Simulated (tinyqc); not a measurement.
# From growth rate G back to source 1: carrier flow

Model: precursor delivery and alloy composition in metal-organic vapour-phase epitaxy. Computed by tinyqc, a small Python program. Command: `OMP_NUM_THREADS=1 python tinyqc.py 3001952 3001953 out.jsonl movpe inv`. One thread of a shared host (Intel(R) Xeon(R) Processor @ 2.30GHz), about 0.02 s of CPU time with the checks.

Carrier gas leaves each bubbler saturated. Group-III species cross a boundary layer and react at the surface; element 2 can also desorb. The film is (1)_(1-x) (2)_x V with a zinc-blende cell.

Inputs (values chosen for the exercise, close to those used for InGaP from TEGa and TMIn): source 1: a in log10(p/torr) = a - b/T = 8.08; source 1: b = 2162 K; source 1: bath temperature = 15 C; source 2: a = 10.52; source 2: b = 3014 K; source 2: bath temperature = 17 C; source 2: carrier flow = 110 sccm; bubbler pressure p_b = 1000 torr; group-V hydride flow = 47 sccm; total flow = 12 slm; reactor pressure p = 75 torr; diffusivity D0 at 273.15 K and 760 torr = 0.36 cm^2/s; boundary layer delta = 0.8 cm; prefactor of the surface rate k_s = 5.7e+13 cm/s; energy of k_s = 1.99 eV; prefactor of the loss of element 2 = 1.6e+15 layers/s; energy of the loss = 3.1 eV; lattice constant a = 5.65 angstrom; growth temperature T = 630 C.

Constants: k_B = 1.380649e-23 J/K; k_B = 8.617333262e-05 eV/K.

Method:
- Temperatures in kelvin are T(C) + 273.15.
- Vapour pressure p_v = 10^(a - b/T); precursor flow = carrier flow x p_v/(p_b - p_v); 1 sccm = 44.615 micromol/min; V/III = hydride flow over the sum of both; gas share x_g = F2/(F1 + F2).
- Partial pressure p_i = p F_i/(44615 x total flow in slm); density n_i = p_i/(k_B T), 1 torr = 133.322 Pa; D = D0 (T/273.15)^1.75 (760/p), h = D/delta, the same for both; k_s = prefactor x exp(-energy/(k_B T)); arrival J_i = n_i/(1/h + 1/k_s); in layers per second g_i = J_i a^2/2 (two group-III sites per a^2 on (001)).
- Loss of element 2 is r x with r = prefactor x exp(-energy/(k_B T)). Then x = (g2 - r x)/(g1 + g2 - r x), or r x^2 - (g1 + g2 + r) x + g2 = 0, smaller root; growth rate G = g1/(1 - x) layers/s; one layer is a/2 thick, 1 angstrom/s = 0.36 um/h.
- Distribution coefficient = [x/(1 - x)]/[x_g/(1 - x_g)], x_g = g2/(g1 + g2).

Task: A run gave the result below. Find the source 1: carrier flow, known to lie between 2.5 and 5.8 sccm.

growth rate G = 0.6038266 um/h

Result:

Each step takes the trial c = (a f_b - b f_a)/(f_b - f_a), f being the result less the target and a, b, c the logarithms of the listed values; c replaces end b, the old b replaces a if the sign of f changed, and otherwise f_a is halved.

Scan of the range:
```
source 1: carrier flow (sccm)  growth rate G (um/h)
2.50                                       0.580737
2.88                                       0.586142
3.31                                       0.592256
3.81                                       0.599364
4.38                                       0.607464
5.04                                       0.616840
5.80                                       0.627633
```

False position (Illinois rule, in the logarithm of the input) inside the bracket:
```
step    end a    end b    trial  growth rate G (um/h)
1     3.81000  4.38000  4.11417              0.603687
2     4.38000  4.11417  4.12371              0.603822
3     4.38000  4.12371  4.12427              0.603831
4     4.12371  4.12427  4.12400              0.603827
```

Growth rate G rises at every point of a 13-point scan of the range (every second point is shown), so one value fits; it is bracketed by 3.81 and 4.38. Answer: source 1: carrier flow = 4.124 sccm.

Caution: the lattice constant is held fixed as x changes, delta does not respond to the flow, both precursors share one D and k_s, and gas-phase side reactions are left out.
